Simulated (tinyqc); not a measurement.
Diffused layer (Gaussian), carriers, mobility and sheet resistance with incomplete ionisation: one step of the calculation.

An n-type layer from the surface x = 0 to the junction xj, N(x) = N0 exp(-(x/Ld)^2). Local neutrality (no depletion at surface or junction, no spilling of carriers), intrinsic carriers neglected, Boltzmann statistics.

Question. Junction depth and local values. xj = Ld sqrt(ln(N0/Nb)); 13 equal steps from 0 to xj. Active dopant A = min(N, Ns); n solves n (n + Nb)/(A - Nb - n) = K, K = (NB/gd) exp(-E/Vt), E = max(Ei - ks A^(1/3), 0), so n = 2 K (A - Nb)/[Nb + K + sqrt((Nb + K)^2 + 4 K (A - Nb))]; mobility mu = m1 + (m2 (T/300 K)^(-bt) - m1)/(1 + ((A + Nb)/Nr)^am).

Parameters, values chosen for the exercise; values close to those of phosphorus in silicon over a p-type background:
```
symbol,value,unit,meaning
T,300,K,temperature
Nb,2.2e15,cm^-3,background doping of the opposite type
N0,3.6e17,cm^-3,peak chemical concentration
m1,67.3,cm^2/(V s),mobility limit at high doping
m2,1430,cm^2/(V s),"mobility limit at low doping, at 300 K"
Nr,9.23e16,cm^-3,reference doping of the mobility law
am,0.684,,exponent of the mobility law
bt,2.4,,temperature exponent of m2
Ns,4.14e20,cm^-3,solubility limit of active dopant
NB,2.91e19,cm^-3,conduction-band density of states at T
Ei,0.0448,eV,ionisation energy in the dilute limit
gd,2,,degeneracy factor of the level
ks,0,eV cm,lowering of Ei per N^(1/3)
Ld,64,nm,diffusion length 2 sqrt(D t)
```

Constants: q = 1.602176634e-19 C, kB = 1.380649e-23 J/K, Vt = kB T/q. Results are converted to the units shown.

Give: xj; x; N; A; n; mu.

Answer.

xj = 144.50 nm

```
point  x (nm)  N (cm^-3)  A (cm^-3)  n (1e17 cm^-3)  mu (cm^2/(V s))
0        0.00  3.6000e17  3.6000e17          3.1817           451.42
1       11.12  3.4930e17  3.4930e17          3.0958           457.11
2       22.23  3.1908e17  3.1908e17          2.8505           474.44
3       33.35  2.7441e17  2.7441e17          2.4807           504.26
4       44.46  2.2218e17  2.2218e17          2.0368           547.80
5       55.58  1.6936e17  1.6936e17          1.5739           606.33
6       66.69  1.2154e17  1.2154e17          1.1417           680.58
7       77.81  8.2112e16  8.2112e16          0.7751           769.74
8       88.92  5.2229e16  5.2229e16          0.4905           870.40
9      100.04  3.1276e16  3.1276e16          0.2873           975.94
10     111.15  1.7633e16  1.7633e16          0.1533           1077.2
11     122.27  9.3587e15  9.3587e15          0.0713           1165.0
12     133.38  4.6765e15  4.6765e15          0.0247           1232.7
13     144.50  2.2000e15  2.2000e15          0.0000           1278.9
```

At the point of highest doping 88.9 % of the net active dopant gives free carriers. The mobility runs from 451 to 1280 cm^2/(V s).

Range of the model: The layer is thin and light enough that depletion at the surface and the junction, left out here, would remove a good share of its carriers.

tinyqc, about 0.01 s, one thread, Intel Xeon 2.30GHz (shared host): `OMP_NUM_THREADS=1 python tinyqc.py 2110030 2110031 out.jsonl`
